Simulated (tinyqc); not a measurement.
## Nanowire ballistic transistor, top-of-the-barrier model: output curve

At the top of the source barrier, states moving towards the drain are filled by the source (Fermi level 0) and states moving back by the drain (Fermi level -q Vd); nothing scatters. U is the shift of the band edge there, set by the capacitances CG, CD and CS (the total) and by the charge. Parabolic one-dimensional subband; the source is grounded.

N0 = gv sqrt(2 m kB T/pi)/hbar, CG = 2 pi eps0 eox/ln(1 + 2 tox/d), CS = CG/aG, n0 = n at U = 0 and Vd = 0. eta1 = -(E0 + U)/Vt, eta2 = eta1 - Vd/Vt, n = (N0/2)[F_(-1/2)(eta1) + F_(-1/2)(eta2)], F_(-1/2)(x) = (1/sqrt(pi)) int_0^infinity u^(-1/2)/(1 + exp(u - x)) du. U = UL + q (n - n0)/CS with UL = -(aG Vg + aD Vd), energies in eV. I = gv (2 q^2/h) Vt [ln(1 + exp eta1) - ln(1 + exp eta2)]. CQ = (q/Vt) dn/d(eta1).

Inputs (values chosen for the exercise); mass and valleys made up:
```
symbol,value,unit,meaning
T,150,K,temperature
m,0.05,m0,effective mass
gv,4,,valley degeneracy
eox,16,,relative permittivity of the gate insulator
tox,2.5,nm,insulator thickness
d,2,nm,wire diameter
aG,0.93,,gate control CG/CS
aD,0.047,,drain control CD/CS
E0,0.17,eV,band edge at the barrier top above the source Fermi level at zero bias
Vg,0.8,V,gate voltage
```

Constants: q = 1.602176634e-19 C, kB = 1.380649e-23 J/K, hbar = 1.054571817e-34 J s, h = 6.62607015e-34 J s, m0 = 9.1093837015e-31 kg, Vt = kB T/q, eps0 = 8.8541878128e-14 F/cm where lengths are in cm. Results are converted to the units shown.

Output curve:
```
Vd (V)    eta1  n (cm^-1)  I (uA)  mean velocity I/(q n) (cm/s)    CQ/CS
0.01    20.399   1.4821e7  3.0992                      1.3052e6  0.60340
0.025   20.655   1.4696e7  7.7481                      3.2907e6  0.60889
0.05    21.093   1.4482e7  15.496                      6.6786e6  0.61924
0.1     22.013   1.4027e7  30.992                      1.3791e7  0.64575
0.15    23.004   1.3528e7  46.489                      2.1448e7  0.68372
0.2     24.089   1.2972e7  61.984                      2.9824e7  0.74212
0.3     26.739   1.1562e7  92.861                      5.0127e7   1.0481
0.4     30.214   9.6446e6  119.47                      7.7312e7  0.90598
0.6     31.496   9.3027e6  126.17                      8.4654e7  0.24000
0.8     32.083   9.3892e6  128.53                      8.5438e7  0.23778
```

What does the table show?

The current rises from 3.10 to 129 uA; n goes from 1.48e7 through a minimum of 9.30e6 (at Vd = 0.6 V among the rows listed) to 9.39e6 cm^-1 and eta1 rises from 20.4 to 32.1. The resistance in the first row is 3.23 kohm, against h/(2 q^2 gv) = 3.23 kohm for one open subband, though nothing scatters in the channel. The current passes 90 % of its last value at Vd = 0.4 V among the rows, where eta2 = -0.73. For Vd = 0.2 to 0.8 V the source Fermi level lies over 0.3 eV above the band edge, where a light band is no longer parabolic.

Computed by the program tinyqc: `OMP_NUM_THREADS=1 python tinyqc.py 2400148 2400149 out.jsonl`, one thread of a shared Intel Xeon 2.30GHz, about 0.06 s for the whole run.
